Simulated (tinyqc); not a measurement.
Heat flow across a film from the phonon Boltzmann equation in the relaxation-time approximation: one step, computed by the program tinyqc.

Two black walls, hot at x = 0 and cold at x = L, emit phonons isotropically. For one free path Lambda, with tau = x/Lambda, tau_L = L/Lambda and phi = (T - T_cold)/Delta T, energy balance gives phi(tau) = (1/2) [E2(tau) + int_0^tau_L phi(s) E1(|tau - s|) ds]; E_n are the exponential integrals. The flux over the ballistic flux C v Delta T/4 is psi = 1 - 2 int_0^tau_L phi(s) E2(s) ds, and kappa_eff/kappa = (3/4) tau_L psi. kappa = C v Lambda/3 is an input, so at fixed kappa a longer free path means a smaller C v.

Problem. The small linear system for Lambda_1. Cut the film into n equal cells with constant phi, collocated at the centres c_i: the kernel integrates to A_ij = |E2(|c_i - e_j|) - E2(|c_i - e_(j+1)|)|/2 for cell edges e_j, and A_ii = 1 - E2(half a cell); solve (1 - A) phi = E2(c)/2; psi = 1 - 2 sum_j phi_j [E3(e_j) - E3(e_(j+1))].

Inputs (values chosen for the exercise, modelled on silicon): film thickness L = 190 nm; free path Lambda_1 = 150 nm; cells n in the small system = 4.

Give: optical thickness tau_L; 1 - A; right-hand side E2(c)/2; flux weights E3(e_j) - E3(e_(j+1)).

Solution.

optical thickness tau_L = 1.267

1 - A:
```
[[0.6290, -0.1440, -0.0688, -0.0384],
 [-0.1440, 0.6290, -0.1440, -0.0688],
 [-0.0688, -0.1440, 0.6290, -0.1440],
 [-0.0384, -0.0688, -0.1440, 0.6290]]
```

right-hand side E2(c)/2: [0.3145, 0.1705, 0.1017, 0.06337]

flux weights E3(e_j) - E3(e_(j+1)): [0.2077, 0.1098, 0.06519, 0.04053]
